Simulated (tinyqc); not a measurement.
Comparisons within one model: thin-film optics by transfer matrices. A value that a table varies takes the place of the one given here.

Indices N = n + i k. Snell: N0 sin(theta) = N_j sin(theta_j), with Im(N_j cos theta_j) >= 0. Admittance y_j = N_j cos theta_j for s and N_j/cos theta_j for p. Phase delta_j = 2 pi N_j cos theta_j d_j/lambda. Layer matrix [[cos delta, -i sin delta/y], [-i y sin delta, cos delta]], multiplied from the top down to M. (B, C) = M (1, y_sub); r = (y0 B - C)/(y0 B + C), R = |r|^2, T = 4 Re y0 Re y_sub/|y0 B + C|^2, absorbed in the films 1 - R - T.

Ellipsometry: rho = tan(Psi) exp(i Delta) = -conj(r_p/r_s) with the r of the admittance formula, Delta in 0 to 360 degrees, so that a bare dielectric at small angles gives Delta = 180.

Values chosen for the exercise (indices near those of polySi, SiO2 on polySi; the results hold for these values, not for the real material):
- lam = 633 nm (vacuum wavelength)
- n0 = 1 (ambient index)
- n = (3.876, 1.461, 3.987) (n of polySi, SiO2, substrate)
- k = (0.039, 0, 0.038) (k in the same order)
- d = (24.4, 191) nm (thicknesses, top first)
- theta = 75 degrees (angle of incidence)
- pol = p (polarisation)

## Swing curve: thickness of the top film

The first entry of d takes the values listed.

Stack:
```
d_1 (nm),R,T,absorbed
24.4,0.3214,0.6497,0.0290
38.5,0.3255,0.6411,0.0334
52.5,0.3156,0.6443,0.0401
66.6,0.2943,0.6490,0.0568
80.6,0.2765,0.6430,0.0805
94.7,0.2737,0.6257,0.1006
108.7,0.2817,0.6080,0.1103
122.8,0.2860,0.6001,0.1139
136.8,0.2766,0.6024,0.1210
150.9,0.2564,0.6060,0.1375
164.9,0.2402,0.6004,0.1594
179.0,0.2385,0.5848,0.1767
193.0,0.2469,0.5690,0.1842
```

What does this show, and why?

R swings between 0.2385 and 0.3255 on these points. The period is lambda/(2 Re(N_1 cos theta_1)) = 84.3 nm, six rows. The swing shrinks from 0.0518 in the first period to 0.0475 in the second, as the film absorbs the wave that returns from below. The swing ratio (max - min)/mean is 0.31.

## Angle of incidence

Both polarisations.

Stack:
```
theta (degrees),R_s,R_p,Psi,Delta
0,0.6270,0.6270,45.00,180.00
15,0.6624,0.6360,44.42,180.03
30,0.7476,0.6469,42.93,180.72
45,0.8386,0.6251,40.81,184.11
55,0.8880,0.5731,38.78,189.70
60,0.9087,0.5306,37.38,194.22
65,0.9271,0.4745,35.58,200.59
70,0.9437,0.4038,33.19,209.94
75,0.9588,0.3214,30.07,224.89
80,0.9730,0.2486,26.82,252.08
85,0.9866,0.2954,28.69,301.67
```

What does this show?

R_s and R_p agree at normal incidence (0.6270). R_p is lowest at 80 degrees of those listed (0.2486), where R_s = 0.9730; the top face alone would stop reflecting p light at arctan(n/n0) = 75.5 degrees, while the layers and the substrate below set where the minimum falls. R_s rises steadily with the angle.

## Sensitivity of the reflectance

R for both polarisations. Each row changes one parameter from the base and keeps the others.

Results:
```
case,R_s,R_p,T_s
base,0.9588,0.3214,0.0366
"d = (29.4, 191) nm",0.9647,0.3240,0.0312
"n = (3.954, 1.461, 3.987)",0.9611,0.3329,0.0346
"k = (0.039, 0, 0.052)",0.9588,0.3209,0.0367
lam = 638 nm,0.9588,0.3247,0.0366
theta = 80 degrees,0.9730,0.2486,0.0238
```

How do the results move?

The largest shifts from the base row, up to three for each result and ties (the steps differ in size, so this ranks the rows, not the parameters). R_s: theta +0.0142, d +0.0059, n +0.0023; unchanged at the printed digits by k and lam. R_p: theta -0.0727, n +0.0116, lam +0.0034. T_s: theta -0.0128, d -0.0055, n -0.0021; unchanged at the printed digits by lam.

Computed by tinyqc, a small Python program: `OMP_NUM_THREADS=1 python tinyqc.py 1651583 1651584 out.jsonl` (the numbers bound the seed that draws the inputs); one thread of a shared host (Intel(R) Xeon(R) Processor @ 2.30GHz), about 0.01 s for the whole set of steps.
